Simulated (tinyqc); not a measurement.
From results back to parameters: deformation-potential model of the Delta valleys of a conduction band.

Problem. A uniaxial tension X1 along [100] acts on valleys along x, y, z, with shifts dE = Xd tr(e) + Xu a.e.a and Boltzmann shares. The ratio of the share of the y valleys to that of the x valleys is given.

s11 = (C11 + C12)/((C11 - C12)(C11 + 2 C12)), s12 = -C12/((C11 - C12)(C11 + 2 C12)), s44 = 1/C44; exx = s11 sxx + s12 (syy + szz) and cyclic, exy = s44 sxy/2; tension is positive. A uniaxial stress X along the unit vector n is s_ij = X n_i n_j.

Constants: kB = 8.617333262e-05 eV/K.

Values chosen for the exercise (near those of Si; the results hold for these values, not for the real material): C11 = 165.3 GPa; C12 = 64.8 GPa; C44 = 77.2 GPa; X1 = 1.5 GPa (size of the stress); T = 77 K (temperature).

n_y/n_x = 3.272756e+09

Find: splitting dE_x - dE_y; Xu.

Solution. The splitting is kT ln(n_y/n_x), and it equals Xu (exx - eyy) = Xu (s11 - s12) X1; Xd drops out.

splitting dE_x - dE_y = 145.37 meV
Xu = 9.74 eV

Computed by tinyqc, a small Python program: `OMP_NUM_THREADS=1 python tinyqc.py 1080763 1080764 out.jsonl` (the numbers bound the seed that draws the inputs); one thread of a shared host (Intel(R) Xeon(R) Processor @ 2.30GHz), about 0.01 s for the whole set of steps.
